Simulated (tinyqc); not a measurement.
Gain against bias and Miller's formula: avalanche multiplication and breakdown of a junction from ionisation integrals. Computed by tinyqc, a small Python program. Command: `OMP_NUM_THREADS=1 python tinyqc.py 3018438 3018439 out.jsonl impact walk`. One thread of a shared host (Intel(R) Xeon(R) Processor @ 2.30GHz), about 0.01 s of CPU time with the checks.

Ionisation coefficients follow the local field. Position x runs through the depletion layer from the p side (x = 0), where electrons enter, to the n side (x = w), where holes enter. The built-in voltage is neglected.

Inputs (values chosen for the exercise, modelled on GaN):
```
quantity                               value    unit
electron prefactor a_n               4.6e+08    1/cm
electron field b_n                  3.46e+07    V/cm
hole prefactor a_p                  6.67e+06    1/cm
hole field b_p                      1.53e+07    V/cm
exponent c                                 1       -
permittivity eps                         9.7       -
doping N of the lightly doped side   1.1e+16  1/cm^3
```

Junction: one-sided abrupt p+n.

Constants: e = 1.602176634e-19 C; eps_0 = 8.8541878128e-12 F/m.

Method:
- alpha_n = a_n exp(-(b_n/F)^c), alpha_p = a_p exp(-(b_p/F)^c).
- Field F = F_m (1 - s), w = eps eps_0 F_m/(e N), V = F_m w/2, with s = x/w (the peak lies at the p+ side).
- With Phi(x) = int_0^x (alpha_n - alpha_p) dx': 1 - 1/M_n = I_n = int_0^w alpha_n exp(-Phi) dx and M_p = M_n exp(-Phi(w)); trapezoid rule on 401 even points; breakdown at I_n = 1.
- Solve I_n(F_m) = 1.
- Miller's exponent n is defined by 1 - 1/M = (V/V_B)^n for the larger M.

breakdown voltage = 1820.89 V

critical field F_m = 2.73368 MV/cm

Gain:
```
V/V_B   V (V)  F_m (MV/cm)     M_n         M_p  Miller exponent n
0.50    910.4       1.9330  1.0004  1.2657e+00             2.2522
0.60   1092.5       2.1175  1.0025  1.7413e+00             1.6718
0.70   1274.6       2.2872  1.0121  2.9826e+00             1.1450
0.80   1456.7       2.4451  1.0529  6.8105e+00             0.7116
0.90   1638.8       2.5934  1.2680  2.4094e+01             0.4023
0.95   1729.8       2.6645  1.8180  6.6526e+01             0.2953
0.98   1784.5       2.7062  3.6004  2.0282e+02             0.2447
0.99   1802.7       2.7200  6.6211  4.3344e+02             0.2298
```

What follows from these numbers?

The larger gain passes 2 between 0.600 and 0.700 of V_B and reaches 433 at 0.99. Miller's exponent runs from 0.23 to 2.3, so it is not a constant: a fit holds over a narrow range only. From the first row to the last the voltage grows by a factor 1.98 and the peak field by 1.41.

Extremes, crossings and ranges named in words are read from the listed rows.
